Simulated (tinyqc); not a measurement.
Quantum against classical capture: non-radiative capture by multiphonon emission, one effective mode. Computed by tinyqc, a small Python program. Command: `OMP_NUM_THREADS=1 python tinyqc.py 3019835 3019836 out.jsonl capture walk`. One thread of a shared host (Intel(R) Xeon(R) Processor @ 2.30GHz), about 0.01 s of CPU time with the checks.

The initial state (free carrier plus empty centre) lies dE above the final state; both have the same frequency and are displaced by dQ.

Inputs (values chosen for the exercise, with mass, screening and phonons like those of GaSb): energy released dE = 0.466 eV; phonon energy hbar omega = 27.6 meV; Huang-Rhys factor S = 7.92; electron-phonon coupling W = 0.0097 eV/(u^(1/2) angstrom); cell volume V = 2150 angstrom^3; degeneracy g = 2; broadening b = 19 meV; carrier mass m = 0.404 m_0; dielectric constant eps = 15.6; temperature T = 120 K.

Centre: attractive.

Constants: hbar^2/u = 4.18015928e-03 eV angstrom^2; k_B = 8.617333262e-05 eV/K; hbar = 6.582119569e-16 eV s; Ry = 13.605693123 eV.

Method:
- dQ = sqrt(2 S (hbar^2/u)/hbar omega); relaxation energy lambda = S hbar omega; phonons needed P = dE/hbar omega; classical barrier E_b = (dE - lambda)^2/(4 lambda); occupation n = 1/(exp(hbar omega/k_B T) - 1).
- M_p = sum_m w_m <m_i|Q|(m + p)_f>^2 with Q counted from the final minimum and Boltzmann weights w_m for m = 0..24; <m_i|Q|k_f> = sqrt((hbar^2/u)/(2 hbar omega)) [sqrt(k) <m|k-1> + sqrt(k+1) <m|k+1>], with overlaps of oscillators displaced by d = sqrt(2 S) summed on 1500 points from -16 to 16 + d.
- The delta function is a Gaussian of standard deviation b at dE - p hbar omega.
- C_0 = V (2 pi/hbar) g W^2 sum_p M_p Gaussian_p. Here the sum runs over all p.
- Classical (Marcus) form: replace the sum by Q_c^2 exp(-E_b/k_B T)/sqrt(4 pi lambda k_B T), Q_c = dQ (dE + lambda)/(2 lambda).
- Sommerfeld factor of an attractive centre: s(k) = 2 pi nu/(1 - exp(-2 pi nu)), nu = sqrt(Ry*/E), Ry* = Ry m/eps^2, averaged over (2/sqrt(pi)) sqrt(x) exp(-x) dx with x = E/k_B T = t^2 (trapezoid, t to 6 in steps of 0.01).
- The last column is -k_B d ln C_0/d(1/T) from this row and the one above.

dQ = 1.54889 u^(1/2) angstrom

lambda = 0.218592 eV

classical barrier E_b = 0.0700057 eV

Against temperature:
```
T (K)  C_0, quantum (cm^3/s)  C_0, classical (cm^3/s)  Sommerfeld factor  activation energy (eV)
26                1.9334e-09               7.7996e-21             22.510                       -
48                1.9439e-09               9.5148e-15             16.568              2.6477e-05
80                2.0907e-09               6.4207e-12             12.836              7.5266e-04
130               2.7735e-09               2.5025e-10             10.078              5.0659e-03
190               4.1748e-09               1.4894e-09              8.349              1.4507e-02
290               7.2559e-09               5.2662e-09              6.784              2.6246e-02
450               1.2195e-08               1.1446e-08              5.489              3.6496e-02
700               1.7460e-08               1.7487e-08              4.465              3.8965e-02
```

At 26.0 K the quantum value is 2.5e11 times the classical one: C_0 comes from tunnelling out of the lowest level and hardly depends on T. At 700 K the ratio is 1.00. The largest apparent activation energy is 0.039 eV against the classical barrier of 0.070 eV, so an Arrhenius fit understates the barrier, through tunnelling and the broadening b at low T and the T^(-1/2) prefactor at high T. The measured coefficient is C = s C_0, and s changes by a factor 0.20 over these rows, so C changes by 1.8 where C_0 changes by 9.0.

Extremes, crossings and ranges named in words are read from the listed rows.
